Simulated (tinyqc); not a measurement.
Inside a calculation. Model: single-electron transistor, orthodox theory and master equation.

tinyqc, about 0.01 s, one thread, Intel Xeon 2.30GHz (shared host): `OMP_NUM_THREADS=1 python tinyqc.py 2780113 2780114 out.jsonl` Printed values are rounded.

A metal island with n extra electrons joins the left lead (voltage V) and the right lead (0 V) by tunnel junctions and couples to a gate. Cs = CL + CR + Cg. Adding electron n + 1 costs mu(n) = [q (n + 1/2) - CL V - Cg Vg]/Cs (in volts); the Fermi levels are -V (left) and 0 (right). A jump that gains the energy W has the rate G(W) = (W/q)/(R [1 - exp(-W/Vt)]), W in volts, Vt = kB T/q. Sequential tunnelling only; I > 0 flows from left to right.

Parameters, values chosen for the exercise: capacitance of the left junction CL = 90 aF; capacitance of the right junction CR = 200 aF; gate capacitance Cg = 62 aF; resistance of the left junction RL = 110 kohm; resistance of the right junction RR = 5500 kohm; temperature T = 0.47 K; bias of the left lead V = 0.15 mV; gate voltage Vg = 0.74 mV; lowest charge state kept n0 = -1; highest charge state kept n1 = 1.

Constants: q = 1.602176634e-19 C, kB = 1.380649e-23 J/K, Vt = kB T/q. Results are converted to the units shown.

Range of the model: Cotunnelling, which dominates deep in the blockade, is left out.

## Charging energy and addition levels

q/Cs, the gate period q/Cg, and mu(n) for the transitions kept.

q/Cs = 0.4551638 mV
q/Cg = 2.584156 mV
kB T/(q^2/Cs) = 0.08898217
mu(n), n to n + 1, n -1 to 0 (mV): -0.3962751  0.0588887

## Tunnelling rates

Onto the island: from the left W = -V - mu(n), from the right W = -mu(n); off the island (n + 1 to n): to the left W = mu(n) + V, to the right W = mu(n).

```
n to n + 1, n  on from left (1/ns)  on from right (1/ns)  off to left (1/ns)  off to right (1/ns)
-1                        14.00592             0.4497262          0.03202731          2.533478e-5
0                       0.06861501            0.02037344            11.92117           0.08720153
```

## Probabilities and current

Steady state: p(n + 1)/p(n) = (sum of on rates)/(sum of off rates), normalised. I = q sum_n [p(n + 1) (off to left) - p(n) (on from left)].

p(n), n -1 to 1: 0.002196166  0.9904640  0.007339868
I = 0.003284732 nA
mean n = 5.143702e-3

Two plain resistors in series would pass 0.0267 nA; this is 12.3 % of that. One charge state holds over 99 % of the weight.
